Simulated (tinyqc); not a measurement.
Range and order of the fit: effective mass of the conduction band from tabulated energies.

c = hbar^2/2m0.
Constants: hbar^2/2m0 = 3.80998211 eV angstrom^2.

Energies along [100], from the band edge:
```
k (1/angstrom)    E (meV)
0.000000          0.00000
0.003800          2.08040
0.007600          8.18960
0.011400         17.96760
0.015200         30.91410
0.019000         46.48370
0.022800         64.15680
0.026600         83.47760
0.030400        104.06490
```

reference mass (curvature of the model at k = 0.0001 1/angstrom) = 0.026300 m0

Least-squares fits of E = a k^2 (+ b k^4 + d k^6) over points 1 to n, and the line y = c k^2/E against E; errors of m against the reference.

Results:
```
n  E at point n (meV)  one term (%)  two terms (%)  three terms (%)  line (%)  rms residual, one term (meV)
3                18.0          4.30           0.16             0.00     -0.01                         0.116
4                30.9          7.14           0.47             0.02     -0.02                         0.325
5                46.5         10.50           1.02             0.09     -0.03                         0.690
6                64.2         14.32           1.83             0.24     -0.06                         1.241
7                83.5         18.52           2.90             0.49     -0.10                         1.995
8               104.1         23.04           4.22             0.87     -0.15                         2.959
```

The error of the parabola goes from +4.30 to +23.04 % as the range widens, and at n = 8 its residual, 2.96 meV, is only 2.8 % of the top energy: a small residual does not vouch for the mass. Over the full range (n = 8) the best form is the line (0.15 %); the line errs by -0.01 % at n = 3 and -0.15 % at n = 8. Without scatter, a narrower range or a second term is the cure: at n = 8 the errors are +23.04, +4.22 and +0.87 % for one, two and three terms. Three terms on three points interpolate exactly.

Run: tinyqc, `OMP_NUM_THREADS=1 python tinyqc.py 1880621 1880622 out.jsonl`; Intel(R) Xeon(R) Processor @ 2.30GHz, one thread, shared host; about 0.01 s of CPU time with all checks.
